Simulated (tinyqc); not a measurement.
Threshold of a short bulk MOSFET: charge sharing, barrier lowering, narrow width: two steps of the calculation.

n-channel device on a p-type body, depletion approximation, full ionisation. Uniform doping N = Na. Vbi from Boltzmann statistics is rough for the degenerate source. Cox = eps0 eox/tox.

Parameters, values chosen for the exercise; band and dielectric values close to those of silicon:
- T = 400 K (temperature)
- Eg = 1.12 eV (band gap)
- eps_r = 11.8 (relative permittivity)
- Nc = 4.34e19 cm^-3 (conduction-band density of states at T)
- Nv = 4.02e19 cm^-3 (valence-band density of states at T)
- eox = 3.9 (relative permittivity of the gate insulator (close to silicon dioxide))
- tox = 2 nm (insulator thickness)
- Na = 5.9e17 cm^-3 (channel doping)
- Nsd = 1e20 cm^-3 (source and drain doping)
- Vfb = -0.71 V (flat-band voltage for the doping Na)
- xj = 12 nm (junction depth)
- Vbs = 0 V (body-source voltage)
- Vds = 0.05 V (drain-source voltage)
- W = 780 nm (gate width)
- xw = 1.5708 (shape factor of the fringing depletion at the width edges)
- L = 170 nm (channel length)

Constants: q = 1.602176634e-19 C, kB = 1.380649e-23 J/K, Vt = kB T/q, eps0 = 8.8541878128e-14 F/cm where lengths are in cm. Results are converted to the units shown.

Task 1. Long-channel threshold and scales. ni = sqrt(Nc Nv) exp(-Eg/(2 Vt)), Eg in volts; 2 pB = 2 Vt ln(N/ni); flat band Vfb - Vt ln(N/Na); Wd = sqrt(2 eps0 eps_r (2 pB - Vbs)/(q N)); body term q N Wd/Cox; long-channel VT0 = flat band + 2 pB + body term; Vbi = Vt ln(N Nsd/ni^2); scale length l = sqrt((eps_r/eox) tox Wd).

Wanted: N; 2 pB; flat band; Wd; body term; VT0; Vbi; l.

Result 1.

N = 5.900e17 cm^-3
2 pB = 0.8263 V
flat band = -0.7100 V
Wd = 42.74 nm
body term = 0.2340 V
VT0 = 0.3503 V
Vbi = 1.003 V
l = 16.08 nm

Task 2. Short-channel and narrow-width shifts. Charge sharing (trapezoid; it ignores Vds): F = (xj/L)(sqrt(1 + 2 Wd/xj) - 1), lowering = body term times F. Barrier lowering: th = exp(-L/(2 l)) + 2 exp(-L/l), lowering = th [2 (Vbi - 2 pB) + Vds], DIBL = th. Narrow width: rise = body term times xw Wd/W. VT by each model = VT0 - lowering + rise.

2 pB = 0.82633535 V
Wd = 42.739293 nm
body term = 0.23399490 V
VT0 = 0.35033025 V
Vbi = 1.0032596 V
l = 16.081900 nm

Give: F; lowering by charge sharing; th; lowering of the barrier; DIBL; narrow-width rise; VT, charge sharing; VT, barrier lowering.

Result 2.

F = 0.1306
lowering by charge sharing = 30.56 mV
th = 0.005116
lowering of the barrier = 2.066 mV
DIBL = 5.116 mV/V
narrow-width rise = 20.14 mV
VT, charge sharing = 0.3399 V
VT, barrier lowering = 0.3684 V

L is 10.6 scale lengths. The charge-sharing lowering is 14.8 times the barrier lowering; the first falls off as 1/L and the second exponentially. Both describe the same loss of gate control, so they are alternatives and are not added.

Program tinyqc, `OMP_NUM_THREADS=1 python tinyqc.py 2002183 2002184 out.jsonl`; Intel Xeon 2.30GHz, shared host, one thread, about 0.01 s.
